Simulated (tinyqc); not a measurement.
Carrier statistics of a doped semiconductor with parabolic bands: sweeps and comparisons. A value that a table varies takes the place of the one given here.

Eg(T) = Eg0 - al T^2/(T + be); m_de = Mv^(2/3) (ml mt^2)^(1/3); m_dh = (mhh^(3/2) + mlh^(3/2))^(2/3); Nc and Nv from N = 2 (m kB T/(4 pi c))^(3/2) with c = hbar^2/2m0, in 1/angstrom^3; times 1e24 for 1/cm^3.

Energies are counted from Ev, so Ec = Eg. n = Nc F_1/2((EF - Eg)/kT), p = Nv F_1/2(-EF/kT), ND+ = ND/(1 + 2 exp((EF - Eg + ED)/kT)), NA- = NA/(1 + 4 exp((EA - EF)/kT)); neutrality asks p + ND+ = n + NA-. F_j(eta) = (1/Gamma(j + 1)) integral_0^infinity x^j dx/(1 + exp(x - eta)), which tends to exp(eta) for eta << 0.

Constants: hbar^2/2m0 = 3.80998211 eV angstrom^2; kB = 8.617333262e-05 eV/K.

Parameters, chosen for this exercise (near those of InSb; the results hold for these values, not for the real material):
- Eg0 = 0.2344 eV (gap at 0 K)
- al = 0.000321 eV/K (Varshni alpha)
- be = 171 K (Varshni beta)
- ml = 0.0135 m0 (longitudinal electron mass)
- mt = 0.0135 m0 (transverse electron mass)
- Mv = 1 (equivalent valleys)
- mhh = 0.427 m0 (heavy-hole mass)
- mlh = 0.0151 m0 (light-hole mass)
- ND = 2.3e+12 1/cm^3 (donors)
- NA = 1.2e+12 1/cm^3 (acceptors)
- ED = 0.001 eV (donor level below Ec)
- EA = 0.01 eV (acceptor level above Ev)
- T = 300 K

## Temperature

Neutrality solved at each temperature; ni = sqrt(Nc Nv) exp(-Eg/2kT).

Carriers (1/cm^3):
```
T (K),EF (eV),n,p,majority / |ND - NA|,ni,Eg (eV)
10,0.2295,1.04e+12,<1e-99,0.944,3.05e-44,0.2342
20,0.2226,1.09e+12,9.59e-40,0.988,3.23e-14,0.2337
40,0.2062,1.10e+12,3.56e-09,0.997,62.5,0.2320
77,0.1707,1.10e+12,6.18e+06,0.999,2.61e+09,0.2267
120,0.1377,4.03e+12,2.93e+12,3.66,3.44e+12,0.2185
200,0.1447,8.66e+14,8.65e+14,787,8.71e+14,0.1998
300,0.1556,1.72e+16,1.72e+16,1.56e+04,1.85e+16,0.1731
400,0.1694,7.94e+16,7.94e+16,7.22e+04,9.98e+16,0.1445
500,0.1864,1.99e+17,1.99e+17,1.81e+05,2.99e+17,0.1148
600,0.2055,3.72e+17,3.72e+17,3.38e+05,6.58e+17,0.0845
```

How do the results move?

It is within 10 % of the net doping at 10, 20, 40 and 77 K. At 120, 200, 300, 400, 500 and 600 K thermal pairs lift it more than 10 % above the net doping; ni has reached 6.58e+17 1/cm^3 at 600 K against a net doping of 1.10e+12. For so narrow a gap the hottest rows are formal: EF can enter a band, where the Boltzmann ni is too large, and the crystal may melt. EF goes from 0.230 eV to 0.205 eV, where midgap is 0.042 eV and the intrinsic level (Boltzmann) 0.176 eV.

## Doping level

Only donors are present (NA = 0); eta is the distance of EF beyond the conduction edge in units of kT.

Neutral state:
```
ND (1/cm^3),EF (eV),majority (1/cm^3),ionised share,eta
1.0e+14,0.1556,1.72e+16,0.486,-0.68
1.0e+15,0.1559,1.74e+16,0.483,-0.66
1.0e+16,0.1592,1.94e+16,0.451,-0.53
1.0e+17,0.1783,3.53e+16,0.282,0.20
1.0e+18,0.2146,8.98e+16,0.088,1.61
3.0e+18,0.2338,1.32e+17,0.044,2.35
1.0e+19,0.2559,1.92e+17,0.019,3.20
3.0e+19,0.2769,2.58e+17,0.009,4.02
```

What can be read from the table?

The impurity level lies at 0.1721 eV. The ionised share falls from 0.486 to 0.009 as EF passes through it between 1e+16 and 1e+17 1/cm^3 (share 1/3 there); it is below one half from 1e+14 1/cm^3 on. Over the last two rows the doping grows threefold and the majority density by a factor 1.34. EF comes within 3 kT of the majority band edge from 1e+14 1/cm^3 on. With a gap of only 6.7 kT the crystal is intrinsic at low doping, and EF can lie near or inside the band with the lighter mass. Above roughly 1e+14 1/cm^3 (N^(1/3) a = 0.26, with the radius a = sqrt(c/(m E)) from the ionisation energy E and the mass (ml mt^2)^(1/3)) the levels merge with the band and real ionisation is complete; sharp levels then overstate freeze-out.

## What each input does

Neutrality solved anew for each case. Each row changes one parameter from the base and keeps the others.

Results:
```
case,EF (eV),n (1/cm^3),p (1/cm^3)
base,0.1556,1.72e+16,1.72e+16
T = 280 K,0.1532,1.11e+16,1.11e+16
ND = 1.15e+12 1/cm^3,0.1556,1.72e+16,1.72e+16
NA = 6e+11 1/cm^3,0.1556,1.72e+16,1.72e+16
Eg0 = 0.2844 eV,0.1794,6.83e+15,6.83e+15
mt = 0.0162 m0,0.1530,1.89e+16,1.89e+16
mhh = 0.5124 m0,0.1593,1.95e+16,1.95e+16
ED = 0.0015 eV,0.1556,1.72e+16,1.72e+16
```

How do the results move?

The largest shifts from the base row, up to three for each result and ties (the steps differ in size, so this ranks the rows, not the parameters). EF (eV): Eg0 +0.0238, mhh +0.0038, mt -0.0025; unchanged at the printed digits by ND, NA and ED. n (1/cm^3): Eg0 -1.03e+16, T -6.06e+15, mhh +2.30e+15; unchanged at the printed digits by ND, NA and ED. p (1/cm^3): Eg0 -1.03e+16, T -6.06e+15, mhh +2.30e+15; unchanged at the printed digits by ND, NA and ED.

(tinyqc, `OMP_NUM_THREADS=1 python tinyqc.py 1650662 1650663 out.jsonl`, Intel(R) Xeon(R) Processor @ 2.30GHz, 1 thread, shared host, about 0.01 s.)
